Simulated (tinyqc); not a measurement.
Inside a calculation: Weaire-Thorpe hybrids on a Bethe lattice: gap and dangling bond of an amorphous tetrahedral solid. Values are carried at full precision from step to step, so a last printed digit may differ when a step is redone from the rounded ones.

Four sp3 hybrids an atom at energy 0, coupled by -V1 on the atom and by -V2 along a bond; the bonds form a tree (no rings). For any network the gap runs at least from -V2 + V1 to V2 - 3 V1, and p-like states pile up at -V2 + V1 and V2 + V1. On the tree the gap is wider: it ends at Ec = -V1 + sqrt(V2^2 + 4 V1^2 - 2 sqrt3 V1 V2), which makes it well wider than the gaps of the real glasses. A branch seen from a hybrid has the self-energy S = V2^2 g, where g is the Green function of the hybrid across the bond, whose three partners carry S themselves. With a = z - V1, b = a - S: g = 1/(a + V1 b/(b + 3 V1)), z = E + i eta. A full atom has G = (1/b)(b + 3 V1)/(b + 4 V1) per hybrid; a dangling hybrid with shift dh has G = 1/(1/g - dh).

Values chosen for the exercise (of the size of tabulated hybrid energies for amorphous silicon; shifted at random, so the results belong to these values and not to a real crystal):

| symbol | value | unit | meaning |
|---|---|---|---|
| V1 | 1.84 | eV | coupling of two hybrids on one atom |
| V2 | 4.49 | eV | coupling of the two hybrids of a bond |
| E | -3.85 | eV | energy |
| eta | 0.02 | eV | broadening |
| dh | -1.78 | eV | shift of the dangling hybrid (rehybridisation) |

## Edges

Bounds -V2 + V1 and V2 - 3 V1. On the tree the s-like bands are narrower: E = -V1 -/+ sqrt(V2^2 + 4 V1^2 + V1 V2 e) with e from -2 sqrt3 to 2 sqrt3 (for a crystal, -4 to 4), so the conduction edge is -V1 + sqrt(V2^2 + 4 V1^2 - 2 sqrt3 V1 V2).

edges (eV): Ev -2.6500, Ec(bound) -1.0300, Ec(tree) 0.4147

gaps (eV): (bound, reached in the crystal) 1.6200, (tree) 3.0647

The gap needs no periodicity, only V2 > 2 V1 (here V2/V1 = 2.440); leaving out rings widens it by 1.445 eV. Two parameters give the trend, not the value.

## The self-energy at one energy

S = V2^2 g is a quadratic A S^2 + B S + C = 0 with A = a + V1, B = -(a (a + 4 V1) + V2^2), C = V2^2 (a + 3 V1), a = z - V1. Of the two roots take the one with Im S < 0 (if both qualify, the decaying one, with the smaller |V1 V2 g/(b + 3 V1)|).

A, B, C: -3.8500+0.0200i  -10.6574+0.0804i  -3.4272+0.4032i

roots (eV): -0.3707+0.0482i  -2.3975-0.0417i

S = -2.3975-0.0417i eV

## Densities at that energy

With z = E + i eta, b = z - V1 - S: full atom G = (b + 3 V1)/(b (b + 4 V1)); g = S/V2^2; dangling hybrid 1/(1/g - dh); densities -Im G/pi.

G (1/eV): (bulk) -0.1663-0.0052i, (dangling with dh = 0) -0.1189-0.0021i, (dangling with dh) -0.1508-0.0033i
densities (1/eV): (bulk) 0.0017, (dangling with dh = 0) 0.0007, (dangling with dh) 0.0011

## The dangling-bond level

For eta = 0 the level solves 1/g(E) = dh inside the gap (bisection); its weight on the dangling hybrid is 1/(d(1/g)/dE), by central differences with step 1e-5 eV.

level = -1.0521 eV
above Ev = 1.5979 eV
weight on the dangling hybrid = 0.635

The level lies at 52 % of the gap of the tree; 37 % of it spreads over the back bonds.

## Checks

- Conduction edge from the formula against the zero of the discriminant: both 0.414657.
- S from the quadratic against damped iteration of S = V2^2 g: both -2.397516.

(tinyqc, `OMP_NUM_THREADS=1 python tinyqc.py 1451144 1451145 out.jsonl`, Intel(R) Xeon(R) Processor @ 2.30GHz, 1 thread, shared host, about 0.02 s.)
